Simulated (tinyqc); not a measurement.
What each parameter does: polytypes by hexagonality, and a cubic inclusion as a quantum well.

Gap: E3 + (Es - E3) h/hs for h up to hs, then linear from Es to E2 at h = 1. Valence top Ev2 h and polarisation P2 h, both counted from 3C; Ec = Ev + gap.

A cubic inclusion of width L = N d in the host (h = 0.5) is a well of depth V = Ec(host) - Ec(3C). Square well with mass mismatch: k tan(k L/2) = (m_w/m_b) q, k = sqrt(m_w E/c), q = sqrt(m_b (V - E)/c), c = hbar^2/2m0, lowest root. The depth of the level, V - E, is its binding, and the transition to the valence top of the host is gap(host) - (V - E). The step in polarisation gives a field |F| = |P|/(eps eps0) in a thin inclusion, eps0 = 8.8541878e-12 F/m.

Constants: hbar^2/2m0 = 3.80998211 eV angstrom^2.

Inputs chosen for the exercise (of the order of those of SiC; the results hold for these values, not for the real material):
```
symbol  value           unit      meaning
E3      2.401           eV        gap of the cubic polytype
E2      3.336           eV        gap of 2H
Ev2     0.147           eV        valence top of 2H above that of 3C
P2      -0.0428         C/m^2     spontaneous polarisation of 2H
Es      3.241           eV        gap at the hexagonality hs
hs      0.5                       hexagonality up to which the first line holds
m       (0.288, 0.328)  m0        electron mass along c in the cubic layer and in the host
d       2.527           angstrom  thickness of a double layer
eps     10.1                      dielectric constant
N       8                         double layers in the cubic inclusion
```

Well depth, depth of the level, transition without the field and field. Each row changes one parameter from the base and keeps the others.

Results:
```
case                   V (eV)  depth (eV)  transition (eV)  |F| (MV/cm)
base                   0.9135      0.7531           2.4879        2.393
N = 9                  0.9135      0.7778           2.4632        2.393
Ev2 = 0.177 eV         0.9285      0.7673           2.4737        2.393
E3 = 2.381 eV          0.9335      0.7720           2.4690        2.393
E2 = 3.366 eV          0.9135      0.7531           2.4879        2.393
P2 = -0.0556 C/m^2     0.9135      0.7531           2.4879        3.109
eps = 11.1             0.9135      0.7531           2.4879        2.177
m = (0.346, 0.328) m0  0.9135      0.7665           2.4745        2.393
```

The largest shifts from the base row, up to three for each result and ties (the steps differ in size, so this ranks the rows, not the parameters). V (eV): E3 +0.0200, Ev2 +0.0150; unchanged at the printed digits by N, E2, P2, eps and m. depth (eV): N +0.0248, E3 +0.0190, Ev2 +0.0142; unchanged at the printed digits by E2, P2 and eps. transition (eV): N -0.0248, E3 -0.0190, Ev2 -0.0142; unchanged at the printed digits by E2, P2 and eps. |F| (MV/cm): P2 +0.716, eps -0.216; unchanged at the printed digits by N, Ev2, E3, E2 and m.

Run: tinyqc, `OMP_NUM_THREADS=1 python tinyqc.py 1880006 1880007 out.jsonl`; Intel(R) Xeon(R) Processor @ 2.30GHz, one thread, shared host; about 0.04 s of CPU time with all checks.
